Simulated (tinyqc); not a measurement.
Inside a calculation. Method: tight binding, kagome lattice. One step of it, computed by the program tinyqc.

Task: Bloch Hamiltonian at k. H_AB = -t1 - t2 exp(-i k.a1), H_AC = -t1 - t2 exp(-i k.a2), H_BC = -t1 - t2 exp(i k.(a1 - a2)), H_CC = delta.

Parameters chosen for this model:
```
parameter      value                unit
t1          0.660000    eV, up triangles
t2          0.660000  eV, down triangles
delta      -0.470000        eV on site C
```

k point k (fractions of the reciprocal vectors): -0.160000  -0.380000

Give: H(k) at k.

Result:

H(k) at k (eV):
```
                 A                B                C
A           0.0000  -1.0136-0.5573i  -0.1789-0.4518i
B  -1.0136+0.5573i           0.0000  -0.7837-0.6483i
C  -0.1789+0.4518i  -0.7837+0.6483i          -0.4700
```
